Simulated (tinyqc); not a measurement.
Quantum against classical capture: non-radiative capture by multiphonon emission, one effective mode. Computed by tinyqc, a small Python program. Command: `OMP_NUM_THREADS=1 python tinyqc.py 3005272 3005273 out.jsonl capture walk`. One thread of a shared host (Intel(R) Xeon(R) Processor @ 2.30GHz), about 0.01 s of CPU time with the checks.

The initial state (free carrier plus empty centre) lies dE above the final state; both have the same frequency and are displaced by dQ.

Inputs (values chosen for the exercise, with mass, screening and phonons like those of diamond):
```
quantity                     value                   unit
energy released dE            1.88                     eV
phonon energy hbar omega      84.8                    meV
Huang-Rhys factor S           13.7                      -
electron-phonon coupling W  0.0034  eV/(u^(1/2) angstrom)
cell volume V                 1080             angstrom^3
degeneracy g                     4                      -
broadening b                    73                    meV
temperature T                  300                      K
```

Centre: neutral.

Constants: hbar^2/u = 4.18015928e-03 eV angstrom^2; k_B = 8.617333262e-05 eV/K; hbar = 6.582119569e-16 eV s.

Method:
- dQ = sqrt(2 S (hbar^2/u)/hbar omega); relaxation energy lambda = S hbar omega; phonons needed P = dE/hbar omega; classical barrier E_b = (dE - lambda)^2/(4 lambda); occupation n = 1/(exp(hbar omega/k_B T) - 1).
- M_p = sum_m w_m <m_i|Q|(m + p)_f>^2 with Q counted from the final minimum and Boltzmann weights w_m for m = 0..24; <m_i|Q|k_f> = sqrt((hbar^2/u)/(2 hbar omega)) [sqrt(k) <m|k-1> + sqrt(k+1) <m|k+1>], with overlaps of oscillators displaced by d = sqrt(2 S) summed on 1500 points from -16 to 16 + d.
- The delta function is a Gaussian of standard deviation b at dE - p hbar omega.
- C_0 = V (2 pi/hbar) g W^2 sum_p M_p Gaussian_p. Here the sum runs over all p.
- Classical (Marcus) form: replace the sum by Q_c^2 exp(-E_b/k_B T)/sqrt(4 pi lambda k_B T), Q_c = dQ (dE + lambda)/(2 lambda).
- For a neutral centre the Sommerfeld factor is 1.
- The last column is -k_B d ln C_0/d(1/T) from this row and the one above.

dQ = 1.16218 u^(1/2) angstrom

lambda = 1.16176 eV

classical barrier E_b = 0.111010 eV

Against temperature:
```
T (K)  C_0, quantum (cm^3/s)  C_0, classical (cm^3/s)  Sommerfeld factor  activation energy (eV)
79                1.2842e-10               2.8990e-16                  1                       -
150               1.2891e-10               4.7325e-13                  1              5.4261e-05
250               1.3524e-10               1.1378e-11                  1              1.5490e-03
390               1.5778e-10               5.7923e-11                  1              9.2515e-03
590               2.0238e-10               1.4429e-10                  1              2.4679e-02
890               2.6504e-10               2.4525e-10                  1              4.0686e-02
1400              3.3040e-10               3.3130e-10                  1              4.6406e-02
1500              3.3805e-10               3.4032e-10                  1              4.1451e-02
```

What follows from these numbers?

At 79.0 K the quantum value is 440000 times the classical one: C_0 comes from tunnelling out of the lowest level and hardly depends on T. At 1500 K the ratio is 0.99. The largest apparent activation energy is 0.046 eV against the classical barrier of 0.111 eV, so an Arrhenius fit understates the barrier, through tunnelling and the broadening b at low T and the T^(-1/2) prefactor at high T.

Extremes, crossings and ranges named in words are read from the listed rows.
